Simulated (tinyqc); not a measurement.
# Inputs raised by 2 %, one at a time

Model: wafer bonding and layer transfer: bond energy, gap closing, particles, bonding of dissimilar wafers and hydrogen blisters. Computed by tinyqc, a small Python program. Command: `OMP_NUM_THREADS=1 python tinyqc.py 3006583 3006584 out.jsonl bond sens`. One thread of a shared host (Intel(R) Xeon(R) Processor @ 2.30GHz), about 0.01 s of CPU time with the checks.

gamma is the energy per area of each of the two surfaces; plates are isotropic.

Inputs (values chosen for the exercise, for model wafers):
```
quantity                                      value        unit
Young's modulus E1                              165         GPa
Young's modulus E2                             70.9         GPa
Poisson ratio nu                               0.19           -
thickness t1                                    775  micrometre
thickness t2                                    500  micrometre
blade thickness t_b                              80  micrometre
crack length L                                 10.4          mm
particle radius h                              0.39  micrometre
expansion mismatch alpha_2 - alpha_1           0.43      1e-6/K
heating dT                                      375           K
implant depth d                                0.22  micrometre
hydrogen dose                                   9.9   1e16/cm^2
share of the dose released as H2               0.13           -
surface energy of the weakened plane gamma_s    1.4       J/m^2
anneal temperature T                            725           K
```

Pair: two different wafers.

Constants: k_B = 1.380649e-23 J/K.

Method:
- Two cantilevers opened by t_b: gamma = 3 t_b^2 E1 t1^3 E2 t2^3/(16 L^4 (E1 t1^3 + E2 t2^3)).
- E' = E1/(1 - nu^2), equal wafers assumed. Void radius in the plate regime: R_v = [(2/3) E' t1^3/gamma]^(1/4) h^(1/2). Below h_crit = 5 sqrt(t1 gamma/E') the wafers deform locally and R_v is of the order of h (taken as h).
- M = E/(1 - nu), misfit e = (alpha_2 - alpha_1) dT. Curvature k = 6 M1 M2 t1 t2 (t1 + t2) e/[M1^2 t1^4 + M2^2 t2^4 + 2 M1 M2 t1 t2 (2 t1^2 + 3 t1 t2 + 2 t2^2)]; force per width F = k (M1 t1^3 + M2 t2^3)/(6 (t1 + t2)); at the interface s1 = F/t1 + M1 k t1/2, s2 = -F/t2 - M2 k t2/2; stored biaxial energy U = F^2 [1/(M1 t1) + 1/(M2 t2)] + k^2 (M1 t1^3 + M2 t2^3)/12; the pair can part when U > 2 gamma.
- A flat crack of radius r under a layer of thickness d, as a clamped plate: centre height w = 3 p r^4/(16 E' d^3), volume pi r^2 w/3, energy release G = 3 p^2 r^4/(32 E' d^3), E' = E1/(1 - nu^2). It grows when G = 2 gamma_s. The gas comes from the area pi r^2: p V = (dose x share/2) pi r^2 k_B T, and G = p w/2 = (3/2) N k_B T with N the H2 molecules per area. Share needed: G = 2 gamma_s. The pressure and height at growth are given for r = 10 d.

Runs; columns: (1) input moved; (2) from; (3) to; (4) void radius (micrometre); (5) stored energy U (J/m^2); (6) largest dT for this gamma (K); (7) share of the dose needed:
```
(1)                                                    (2)     (3)     (4)      (5)     (6)      (7)
base run                                                 -       -  1774.4  0.34533  814.74  0.37674
thickness t2 (micrometre)                              500     510  1751.0  0.34540  836.57  0.37674
blade thickness t_b (micrometre)                        80    81.6  1756.9  0.34533  831.03  0.37674
crack length L (mm)                                   10.4  10.608  1809.9  0.34533  783.10  0.37674
expansion mismatch alpha_2 - alpha_1 (1e-6/K)         0.43  0.4386  1774.4  0.35928  798.76  0.37674
hydrogen dose (1e16/cm^2)                              9.9  10.098  1774.4  0.34533  814.74  0.36935
anneal temperature T (K)                               725   739.5  1774.4  0.34533  814.74  0.36935
surface energy of the weakened plane gamma_s (J/m^2)   1.4   1.428  1774.4  0.34533  814.74  0.38427
```

Exponents ln(y'/y) / ln(x'/x):
```
input                                         void radius  stored energy U  largest dT for this gamma  share of the dose needed
thickness t2                                        -0.67            0.011                      1.335                         0
blade thickness t_b                                 -0.50            0.000                      1.000                         0
crack length L                                       1.00            0.000                     -2.000                         0
expansion mismatch alpha_2 - alpha_1                 0.00            2.000                     -1.000                         0
hydrogen dose                                        0.00            0.000                      0.000                        -1
anneal temperature T                                 0.00            0.000                      0.000                        -1
surface energy of the weakened plane gamma_s         0.00            0.000                      0.000                         1
```

Which inputs matter most for each result?

Among the inputs moved here: void radius answers most in size to crack length L (exponent +1.000), next to thickness t2 (-0.670); its exponent is below 0.0005 for expansion mismatch alpha_2 - alpha_1, hydrogen dose, anneal temperature T, surface energy of the weakened plane gamma_s. Stored energy U answers most in size to expansion mismatch alpha_2 - alpha_1 (exponent +2.000), next to thickness t2 (+0.011); its exponent is below 0.0005 for blade thickness t_b, crack length L, hydrogen dose, anneal temperature T, surface energy of the weakened plane gamma_s. Largest dT for this gamma answers most in size to crack length L (exponent -2.000), next to thickness t2 (+1.335); its exponent is below 0.0005 for hydrogen dose, anneal temperature T, surface energy of the weakened plane gamma_s. Share of the dose needed answers most in size to anneal temperature T (exponent -1.000), and about equally to surface energy of the weakened plane gamma_s (+1.000), hydrogen dose (-1.000); its exponent is below 0.0005 for thickness t2, blade thickness t_b, crack length L, expansion mismatch alpha_2 - alpha_1.

Caution (all rows): the crack is short against the thickness, so root rotation and shear add to the beam formula.
